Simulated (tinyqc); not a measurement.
Four-band model of biased bilayer graphene near K: one step. Levels and layer polarisation. Three cases, with inputs chosen for the exercise.

Problem. Diagonalise; the weight on layer 1 is that of A1 and B1.

Give: levels; weights; weight on layer 1.

Case 1.

H (eV), lower triangle (Hermitian):
```
                     A1                  B1                   A2        B2
A1            -0.110000
B1  -0.061356+0.294510i           -0.110000
A2   0.003409-0.016362i            0.364000             0.110000
B2  -0.006604-0.031701i  0.003409-0.016362i  -0.061356+0.294510i  0.110000
```

Solution.

levels (eV): -0.5768  -0.1320  0.1579  0.5509

weights:
```
    band 1  band 2  band 3  band 4
A1   0.226   0.414   0.315   0.046
B1   0.480   0.014   0.281   0.226
A2   0.235   0.250   0.013   0.502
B2   0.059   0.322   0.392   0.227
```

weight on layer 1: 0.705  0.428  0.595  0.271

Band 2 has 43 % of its weight on layer 1, the layer of lower potential, and band 3 has 60 %; the dimer sites hold 29 % of band 3. The filled band leans to the upper layer here: at larger k the middle bands approach two displaced cones, each still mixed over both layers by g1, and the top filled one leans to the upper layer.

Case 2.

H (eV), lower triangle (Hermitian):
```
                     A1                   B1                  A2        B2
A1            -0.050000
B1   0.045037+0.308826i            -0.050000
A2  -0.002237-0.015339i             0.319000            0.050000
B2   0.005220-0.035791i  -0.002237-0.015339i  0.045037+0.308826i  0.050000
```

Solution.

levels (eV): -0.5267  -0.1850  0.2112  0.5005

weights:
```
    band 1  band 2  band 3  band 4
A1   0.194   0.353   0.378   0.075
B1   0.430   0.064   0.225   0.281
A2   0.287   0.201   0.062   0.450
B2   0.089   0.382   0.334   0.194
```

weight on layer 1: 0.624  0.417  0.604  0.356

Band 2 has 42 % of its weight on layer 1, the layer of lower potential, and band 3 has 60 %; the dimer sites hold 29 % of band 3. The filled band leans to the upper layer here: at larger k the middle bands approach two displaced cones, each still mixed over both layers by g1, and the top filled one leans to the upper layer.

Case 3.

H (eV), lower triangle (Hermitian):
```
                     A1                  B1                   A2        B2
A1            -0.210000
B1  -0.241590+0.046017i           -0.210000
A2   0.013422-0.002557i            0.392000             0.210000
B2  -0.024159-0.004602i  0.013422-0.002557i  -0.241590+0.046017i  0.210000
```

Solution.

levels (eV): -0.5907  -0.1472  0.1630  0.5749

weights:
```
    band 1  band 2  band 3  band 4
A1   0.244   0.622   0.123   0.010
B1   0.566   0.044   0.227   0.163
A2   0.173   0.201   0.043   0.583
B2   0.016   0.133   0.607   0.244
```

weight on layer 1: 0.810  0.666  0.350  0.173

Band 2 has 67 % of its weight on layer 1, the layer of lower potential, and band 3 has 35 %; the dimer sites hold 27 % of band 3.

Computed by tinyqc, one run a case: `OMP_NUM_THREADS=1 python tinyqc.py N N+1 out.jsonl` with N = 1480479, 1480491, 1480633; one thread of a shared Intel(R) Xeon(R) Processor @ 2.30GHz, about 0.03 s a run at most.
